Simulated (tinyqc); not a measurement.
What moves the results: conductance of a narrow metal strip with scatterers (square lattice, Green functions). A value that a table varies takes the place of the one given here.

A strip of W sites across with hard walls, site energy 0 and hopping -t. Mode n = 1 to W has profile chi_n(j) = sqrt(2/(W + 1)) sin(n j pi/(W + 1)) and energy en = -2t cos(n pi/(W + 1)); E = en - 2t cos(kn a). With z_n = exp(i kn a) (Im k > 0 for closed modes, |z| < 1) each lead gives the self-energy -t z_n in mode n. One column carries the site energies v, here one foreign atom. In the mode basis V_nm = sum_j chi_n(j) v_j chi_m(j), G = (E - en + 2 t z_n - V)^-1, and t_nm = 2t sqrt(sin(kn a) sin(km a)) G_nm in size for open modes. T = sum |t_nm|^2, conductance (2e^2/h) T.

Constants: e^2/h = 3.874045865e-05 S.

Values chosen for the exercise (hopping and spacing of the size met in Cu or Al; the lattice is a model; the results hold for these values, not for the real material):
- t = 1.23 eV (hopping)
- W = 5 (sites across)
- v = (0, 0, 0, 3, 0) eV (site energies in the scattering column)
- a = 2.43 angstrom (spacing)
- E = -2.76 eV (Fermi energy)

## Conductance steps with and without the scatterer

E is varied across the lower half of the band.

Against energy:

| E/t | E (eV) | open modes | T | reflected |
|---|---|---|---|---|
| -3.30 | -4.059 | 1 | 0.9328 | 0.0672 |
| -2.95 | -3.628 | 2 | 1.3620 | 0.6380 |
| -2.65 | -3.260 | 2 | 1.7024 | 0.2976 |
| -2.30 | -2.829 | 2 | 1.7927 | 0.2073 |
| -1.95 | -2.398 | 3 | 2.8367 | 0.1633 |
| -1.65 | -2.030 | 3 | 2.8629 | 0.1371 |
| -1.30 | -1.599 | 3 | 2.8942 | 0.1058 |
| -0.95 | -1.169 | 4 | 3.3084 | 0.6916 |
| -0.65 | -0.799 | 4 | 3.5959 | 0.4041 |
| -0.30 | -0.369 | 4 | 3.8430 | 0.1570 |
| 0.05 | 0.061 | 5 | 4.2100 | 0.7900 |

What does this show, and why?

The clean strip goes from 1 to 5 open modes. The reflected flux ranges from 0.067 (E/t = -3.3) to 0.790 (E/t = 0.05). A scatterer on one site acts on one combination of modes only, so it can reflect at most one unit.

## The same scatterer in wider strips

Width (W + 1) a; the strength is the entry of v largest in size. The foreign atom sits at site W/2 + 1, rounded down. Added resistance (1/T - 1/M)/(2 e^2/h), M the number of open modes.

Against width:

| W | width (angstrom) | M | T | T/M | added resistance (ohm) |
|---|---|---|---|---|---|
| 3 | 9.7 | 1 | 0.8132 | 0.8132 | 2965.1 |
| 4 | 12.2 | 2 | 1.7829 | 0.8915 | 785.8 |
| 5 | 14.6 | 2 | 1.9591 | 0.9795 | 134.8 |
| 6 | 17.0 | 3 | 2.7266 | 0.9089 | 431.5 |
| 8 | 21.9 | 4 | 3.7188 | 0.9297 | 244.0 |
| 10 | 26.7 | 5 | 4.6140 | 0.9228 | 215.9 |
| 14 | 36.5 | 6 | 5.9120 | 0.9853 | 32.0 |
| 20 | 51.0 | 9 | 8.8443 | 0.9827 | 25.2 |

What can be read from the table?

The added resistance is 2965 ohm at W = 3 and 25.2 at W = 20; from W = 10 to 20 it changes by a factor 0.12, where 1/M gives 0.56 and 1/M^2 gives 0.31. A point scatterer removes at most one unit of M (here 0.04 to 0.39), so its resistance is at most 1/(M (M - 1)) in units of h/2e^2, without bound for M = 1, with jumps where modes open or where the site sits near a node of the open modes; the largest value is at W = 3 (2965 ohm).

## What each change does

Open modes M, T and the added resistance (1/T - 1/M)/(2 e^2/h). Each row changes one parameter from the base and keeps the others.

Results:

| case | M | T | added resistance (ohm) |
|---|---|---|---|
| base | 2 | 1.8015 | 711 |
| t = 1.279 eV | 2 | 1.8216 | 632 |
| E = -2.66 eV | 2 | 1.8128 | 666 |
| v = (0, 0, 0, 3.9, 0) eV | 2 | 1.7389 | 969 |

What does this show?

The largest shifts from the base row, up to three for each result and ties (the steps differ in size, so this ranks the rows, not the parameters). M: unchanged at the printed digits by t, E and v. T: v -0.0627, t +0.0201, E +0.0113. added resistance (ohm): v +258, t -79, E -45.

(tinyqc, `OMP_NUM_THREADS=1 python tinyqc.py 1452613 1452614 out.jsonl`, Intel(R) Xeon(R) Processor @ 2.30GHz, 1 thread, shared host, about 0.01 s.)
